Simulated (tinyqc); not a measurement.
# Changing the silicon available t_Si

Model: thermodynamics of metal silicides: hull, first phase, silicon consumed, nucleation and stability against SiO2. Computed by tinyqc, a small Python program. Command: `OMP_NUM_THREADS=1 python tinyqc.py 3000477 3000478 out.jsonl silphase sweep`. One thread of a shared host (Intel(R) Xeon(R) Processor @ 2.30GHz), about 0.01 s of CPU time with the checks.

Entropies of formation of the solids are neglected, so heats stand for free energies. Si fractions: M5Si3 0.3750, MSi 0.5000, MSi2 0.6667.

Inputs (values chosen for the exercise, for a model metal):
```
quantity                    value          unit
heat of formation of M5Si3  -16.7  kJ/mol atoms
heat of formation of MSi    -14.2  kJ/mol atoms
heat of formation of MSi2     -24  kJ/mol atoms
molar volume of M            9.55      cm^3/mol
molar volume of Si          12.06      cm^3/mol
metal thickness t              16            nm
```

Phases: M5Si3, MSi, MSi2.

Method. A phase is stable if it lies below every straight line between a phase on its left and one on its right (M and Si at zero). Distance = its heat less the lowest such line, negative for a stable phase. Overall Si fraction x0 = (t_Si/V_Si)/(t_Si/V_Si + t/V_M). In equilibrium the two stable phases that bracket x0 share the atoms by the lever rule.

One run for each value:
```
silicon available t_Si (nm)  overall Si fraction x0  share of atoms in the Si-richer phase
4.8                                         0.19196                                0.51189
13.2                                        0.39515                                0.06908
21.6                                        0.51668                                0.48577
30.0                                        0.59755                                0.76302
38.4                                        0.65523                                0.96079
46.8                                        0.69845                                0.09536
55.2                                        0.73204                                0.19613
63.6                                        0.75890                                0.27671
72.0                                        0.78087                                0.34260
```

What does the table show, and why?

Over the rows, overall Si fraction x0 rises from 0.192 to 0.781 (exponent d ln y / d ln x 0.71 between the first rows and 0.23 between the last); share of atoms in the Si-richer phase lies between 0.0691 and 0.961 without a single trend. The share restarts from zero each time x0 passes the composition of a stable phase.

Extremes, crossings and ranges named in words are read from the listed rows.
